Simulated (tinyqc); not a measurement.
# From the Foster terms back to the ladder

Inverse problem. A two-node ladder (R1 between the nodes, R2 to ambient, C1 and C2 to ambient) has Z(t) = r_1 (1 - exp(-t/tau_1)) + r_2 (1 - exp(-t/tau_2)) at node 1. Find C1, R1, R2 and C2.

tau_1, tau_2 (ms): [0.32956109, 3.2021389]
r_1, r_2 (K/W): [0.63134755, 0.67865245]

Answer. The initial slope gives 1/C1 = sum r/tau, the initial curvature 1/(R1 C1^2) = sum r/tau^2, the final value R1 + R2 = sum r, and the determinant tau_1 tau_2 = R1 R2 C1 C2.

C1 = 0.470 mJ/K
R1 = 0.770 K/W
R2 = 0.540 K/W
C2 = 5.40 mJ/K

Computed by the program tinyqc: `OMP_NUM_THREADS=1 python tinyqc.py 2520060 2520061 out.jsonl`, one thread of a shared Intel Xeon 2.30GHz, about 0.01 s for the whole run.
